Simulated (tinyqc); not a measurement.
## Resistance of a tapered via with liner, size effect and interface: two fill metals against the diameter

A round via whose diameter grows from db at the bottom as D(z) = db + 2 z/tan(ang). The fill, of diameter D - 2 tl, starts above the bottom liner (thickness fb tl) and has rho = rho0 (1 + ks lam/(D - 2 tl)); the sidewall liner conducts in parallel with it. The bottom liner and the interface are crossed over the full area pi db^2/4. Spreading in the lines above and below is left out.

Slices between z0 = fb tl and hv, evaluated at their midpoints: conductance per length pi/4 [(D - 2 tl)^2/rho + (D^2 - (D - 2 tl)^2)/rl], slice resistance = slice height over that. 2000 slices. R_fill = sum of the slices; R_bottom = rl fb tl/(pi db^2/4); R_interface = ri/(pi db^2/4). The second fill has rho2, lam2 and tl2 in place of rho0, lam and tl.

Values chosen for this exercise; fill metal close to tungsten:
```
symbol,value,unit,meaning
hv,47,nm,height
ang,87,degrees,sidewall angle
rho0,5.42,uohm cm,bulk resistivity of the fill
lam,15.5,nm,mean free path of the fill
ks,1.4,,size-effect factor
tl,2.6,nm,liner on the sidewall
fb,0.5,,liner at the bottom over that on the sidewall
rl,470,uohm cm,resistivity of the liner
ri,2.1e-12,ohm cm^2,interface resistivity at the bottom
Sb,9.1e14,S/m^2,"ballistic conductance per area, about 3/(4 rho0 lam)"
rho2,7.64,uohm cm,bulk resistivity of the second fill (close to ruthenium)
lam2,6.46,nm,its mean free path
tl2,0.4,nm,its liner
```

Results:
```
db (nm),"R, first fill (ohm)","R, second fill (ohm)",ratio second/first
8.5,605.5,110.5,0.1825
17,67.20,24.86,0.3699
24,28.04,11.98,0.4272
35,11.62,5.434,0.4678
49,5.508,2.704,0.4909
70,2.561,1.298,0.5067
100,1.211,0.6261,0.5168
```

Estimate the missing row, db = 12 nm.

Computed row:
```
db (nm),"R, first fill (ohm)","R, second fill (ohm)",ratio second/first
12,182.9,52.37,0.2864
```

With this row back in the table: The ratio goes from 0.183 to 0.517. The second fill gives the lower R in every row.

Program tinyqc, `OMP_NUM_THREADS=1 python tinyqc.py 2750077 2750078 out.jsonl`; Intel Xeon 2.30GHz, shared host, one thread, about 0.01 s.
